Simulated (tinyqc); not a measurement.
## Lifetime from the low-frequency admittance

Problem. At low frequency a p+-n diode with a base of width wb has C_diff/G = (tau/2)(1 - 2 x/sinh 2x), x = wb/sqrt(Dp tau). Find tau, x and the limit of C_diff/G for infinite lifetime, wb^2/(3 Dp).

Parameters, values chosen for the exercise:
- Dp = 7.1 cm^2/s (hole diffusion coefficient)
- wb = 29 um (width of the neutral base)

G = 1.8408355 S/cm^2
C_diff = 0.17029451 uF/cm^2

Answer. The ratio rises steadily with tau from tau/2 (long base) towards wb^2/(3 Dp) (short base), so one lifetime matches as long as the ratio is below that limit.

tau = 2.000e-7 s
x = 2.434
limit of C_diff/G = 3.948e-7 s

Program tinyqc, `OMP_NUM_THREADS=1 python tinyqc.py 2890120 2890121 out.jsonl`; Intel Xeon 2.30GHz, shared host, one thread, about 0.01 s.
